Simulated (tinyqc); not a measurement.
Sheet resistance and Hall data of a diffused or implanted layer. From one set of inputs to another, one input at a time. Computed by tinyqc, a small Python program. Command: `OMP_NUM_THREADS=1 python tinyqc.py 3006571 3006572 out.jsonl layer ladder`. One thread of a shared host (Intel(R) Xeon(R) Processor @ 2.30GHz), about 0.01 s of CPU time with the checks.

Carriers are taken equal to the net active doping down to the junction (full ionisation, which deep dopants in wide-gap hosts do not reach; no spill-over, no depletion), and the Hall factor is 1.

The inputs printed are set A. Set A is modelled on phosphorus in silicon; the values taken over come from a set modelled on donors in germanium. Inputs not listed in the table keep their values of set A, so the rows need not describe a real material.

Inputs (values chosen for the exercise, modelled on phosphorus in silicon):

| quantity | value | unit |
|---|---|---|
| mu_min | 71.9 | cm^2/(V s) |
| mu_max | 1400 | cm^2/(V s) |
| N_ref | 8.9e+16 | 1/cm^3 |
| exponent alpha | 0.69 | - |
| peak concentration N_0 | 2e+20 | 1/cm^3 |
| length scale l | 20 | nm |
| background doping N_B (opposite type) | 9.8e+15 | 1/cm^3 |

Profile: box. Activation: complete.

Constants: e = 1.602176634e-19 C.

Method:
- N(x) = N_0 down to x_j = l, dose N_0 l.
- Mobility mu = mu_min + (mu_max - mu_min)/(1 + (N_t/N_ref)^alpha), N_t = active doping + N_B; carriers n = active doping - N_B, all dopants active.
- Integrals from x_0 (0 unless stated) to x_j by the midpoint rule on 400 even intervals: 1/R_s = e int n mu dx; sheet density n_s = int n dx; Hall sheet density (int n mu dx)^2/int n mu^2 dx; Hall mobility int n mu^2 dx/int n mu dx.
- Mean conductivity 1/(R_s x_j); mean mobility 1/(e n_s R_s).

Each row keeps all changes above it:

| input moved | from | to | sheet resistance R_s (ohm) | junction depth x_j (nm) | Hall sheet density (1/cm^2) |
|---|---|---|---|---|---|
| set A | - | - | 199.2 | 20 | 3.9998e+14 |
| length scale l (nm) | 20 | 37 | 107.7 | 37 | 7.3996e+14 |
| peak concentration N_0 (1/cm^3) | 2e+20 | 1.4e+19 | 1084.5 | 37 | 5.1764e+13 |
| mu_min (cm^2/(V s)) | 71.9 | 294 | 369.1 | 37 | 5.1764e+13 |
| background doping N_B (opposite type) (1/cm^3) | 9.8e+15 | 8.6e+16 | 371.2 | 37 | 5.1482e+13 |
| N_ref (1/cm^3) | 8.9e+16 | 1.2e+17 | 363.2 | 37 | 5.1482e+13 |
| mu_max (cm^2/(V s)) | 1400 | 3790 | 288.8 | 37 | 5.1482e+13 |

Sheet resistance R_s goes from 199 to 289, a factor 1.45 in all. The largest single move comes from peak concentration N_0 (a factor 10.1), and mu_min works against it (a factor 0.340). Junction depth x_j goes from 20.0 to 37.0, a factor 1.85 in all. The largest single move comes from length scale l (a factor 1.85). Hall sheet density goes from 4.00e14 to 5.15e13, a factor 0.129 in all. The largest single move comes from peak concentration N_0 (a factor 0.0700), and length scale l works against it (a factor 1.85). The single moves hold for this order of the switches; the total does not depend on the order.

Extremes, crossings and ranges named in words are read from the listed rows.
